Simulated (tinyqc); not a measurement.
Plane-wave Kohn-Sham cycle with exchange-only LDA in a layered model solid, step by step. Computed by tinyqc, a small Python program that keeps every step. Settings: points = 16, plane-wave index or count = 2, electrons = 4, k points = 2, area = 28.0, mixing = 0.8, iteration cap = 58. Command: `OMP_NUM_THREADS=1 python tinyqc.py 27482 27483 out.jsonl` (the two numbers bound the seeds that draw the settings). One thread of a shared host (Intel(R) Xeon(R) Processor @ 2.60GHz), about 0.01 s of CPU time with the checks. Later iterations appear only in the table of the cycle.

## Iteration 1: potential

A solid whose potential varies along x alone (atomic units):
```
parameter                      value
period a                    7.000000
cross-section of the cell  28.000000
electrons per cell                 4
grid points                       16
plane waves -n..n, n               2
k points                           2
V1 in V1 cos(2 pi x/a)     -0.520000
V2 in V2 cos(4 pi x/a)     -0.210000
```

density at the start, on the grid x_j = j a/N (e/bohr^3): 0.020408  0.020408  0.020408  0.020408  0.020408  0.020408  0.020408  0.020408  0.020408  0.020408  0.020408  0.020408  0.020408  0.020408  0.020408  0.020408

V_H(G) = 4 pi rho(G)/G^2 for G != 0 (uniform background); v_x = -(3 rho/pi)^(1/3); V = V_ext + V_H + v_x; Fourier components f(G_m) = (1/N) sum_j f(x_j) exp(-i G_m x_j).

Potentials on the grid (hartree):
```
x         V_ext     V_H      v_x        V
0.0000  -0.7300  0.0000  -0.2691  -0.9991
0.4375  -0.6289  0.0000  -0.2691  -0.8980
0.8750  -0.3677  0.0000  -0.2691  -0.6368
1.3125  -0.0505  0.0000  -0.2691  -0.3196
1.7500   0.2100  0.0000  -0.2691  -0.0591
2.1875   0.3475  0.0000  -0.2691   0.0784
2.6250   0.3677  0.0000  -0.2691   0.0986
3.0625   0.3319  0.0000  -0.2691   0.0628
3.5000   0.3100  0.0000  -0.2691   0.0409
3.9375   0.3319  0.0000  -0.2691   0.0628
4.3750   0.3677  0.0000  -0.2691   0.0986
4.8125   0.3475  0.0000  -0.2691   0.0784
5.2500   0.2100  0.0000  -0.2691  -0.0591
5.6875  -0.0505  0.0000  -0.2691  -0.3196
6.1250  -0.3677  0.0000  -0.2691  -0.6368
6.5625  -0.6289  0.0000  -0.2691  -0.8980
```

V(G_m), m = 0, 1, 2, ... (hartree): -0.2691  -0.2600  -0.1050  0.0000  0.0000

## Iteration 1: Hamiltonian at one k

k = 0.2500 2 pi / a

H(m,m') = (k + G_m)^2/2 delta + V(G_m - G_m'), with V(-G) = V(G).

H (hartree):
```
         -2       -1       +0       +1       +2
-2   0.9646  -0.2600  -0.1050   0.0000   0.0000
-1  -0.2600  -0.0425  -0.2600  -0.1050   0.0000
+0  -0.1050  -0.2600  -0.2439  -0.2600  -0.1050
+1   0.0000  -0.1050  -0.2600   0.3603  -0.2600
+2   0.0000   0.0000  -0.1050  -0.2600   1.7703
```

## Iteration 1: levels at that k

Diagonalise the Hermitian matrix.

eigenvalues (hartree): -0.5522  0.0877  0.4238  1.0308  1.8187

## Iteration 1: new density

Motion across x is left out: the lowest 2 band(s) hold two electrons at each of the k points (j + 1/2)/nk - 1/2. Residual R = rho(out) - rho(in); rho(new) = rho(in) + 0.8 R. rho(out) = 2/(a A nk) sum |psi|^2 with psi = sum c exp(i G x). Harris energy E = band energy - dV sum rho (V_H/2 + v_x) + (3/4) dV sum rho v_x with rho(in), dV = a A/N, band energy = (2/nk) sum of the filled levels.

rho(out) (e/bohr^3): 0.034302  0.033064  0.029490  0.024234  0.018635  0.014132  0.011408  0.010202  0.009897  0.010202  0.011408  0.014132  0.018635  0.024234  0.029490  0.033064

density after iteration 1 (e/bohr^3): 0.031523  0.030533  0.027674  0.023469  0.018989  0.015387  0.013208  0.012243  0.011999  0.012243  0.013208  0.015387  0.018989  0.023469  0.027674  0.030533

energy per cell = -0.659928 hartree

## Iteration 2: potential

As before.

Potentials on the grid (hartree):
```
x         V_ext      V_H      v_x        V
0.0000  -0.7300   0.1609  -0.3111  -0.8802
0.4375  -0.6289   0.1477  -0.3078  -0.7890
0.8750  -0.3677   0.1106  -0.2979  -0.5550
1.3125  -0.0505   0.0562  -0.2819  -0.2762
1.7500   0.2100  -0.0054  -0.2627  -0.0582
2.1875   0.3475  -0.0639  -0.2449   0.0387
2.6250   0.3677  -0.1105  -0.2328   0.0244
3.0625   0.3319  -0.1401  -0.2270  -0.0351
3.5000   0.3100  -0.1501  -0.2254  -0.0656
3.9375   0.3319  -0.1401  -0.2270  -0.0351
4.3750   0.3677  -0.1105  -0.2328   0.0244
4.8125   0.3475  -0.0639  -0.2449   0.0387
5.2500   0.2100  -0.0054  -0.2627  -0.0582
5.6875  -0.0505   0.0562  -0.2819  -0.2762
6.1250  -0.3677   0.1106  -0.2979  -0.5550
6.5625  -0.6289   0.1477  -0.3078  -0.7890
```

V(G_m), m = 0, 1, 2, ... (hartree): -0.2654  -0.2043  -0.1037  0.0006  -0.0001

## Iteration 2: Hamiltonian at one k

k = 0.2500 2 pi / a

As before.

H (hartree):
```
         -2       -1       +0       +1       +2
-2   0.9683  -0.2043  -0.1037   0.0006  -0.0001
-1  -0.2043  -0.0388  -0.2043  -0.1037   0.0006
+0  -0.1037  -0.2043  -0.2402  -0.2043  -0.1037
+1   0.0006  -0.1037  -0.2043   0.3640  -0.2043
+2  -0.0001   0.0006  -0.1037  -0.2043   1.7740
```

## Iteration 2: levels at that k

As before.

eigenvalues (hartree): -0.4662  0.0682  0.4065  1.0128  1.8060

## Iteration 2: new density

As before.

rho(out) (e/bohr^3): 0.033342  0.031348  0.026464  0.021048  0.016987  0.014858  0.014251  0.014378  0.014518  0.014378  0.014251  0.014858  0.016987  0.021048  0.026464  0.031348

density after iteration 2 (e/bohr^3): 0.032978  0.031185  0.026706  0.021532  0.017387  0.014964  0.014043  0.013951  0.014014  0.013951  0.014043  0.014964  0.017387  0.021532  0.026706  0.031185

energy per cell = -0.596425 hartree

## Convergence

Stop when sqrt(dV sum R^2) is below 1e-8, dV = a A/N.

Course of the cycle:
```
iteration  E (hartree)  norm of the residual
1            -0.659928              1.25e-01
2            -0.596425              2.36e-02
3            -0.596261              3.49e-03
4            -0.596264              7.91e-04
5            -0.596264              1.64e-04
6            -0.596264              3.47e-05
7            -0.596264              7.32e-06
8            -0.596264              1.55e-06
9            -0.596264              3.26e-07
10           -0.596264              6.88e-08
11           -0.596264              1.45e-08
12           -0.596264              3.07e-09
```

Converged in 12 iterations. Before convergence this energy mixes input and output and is not variational, so it may rise towards its limit.
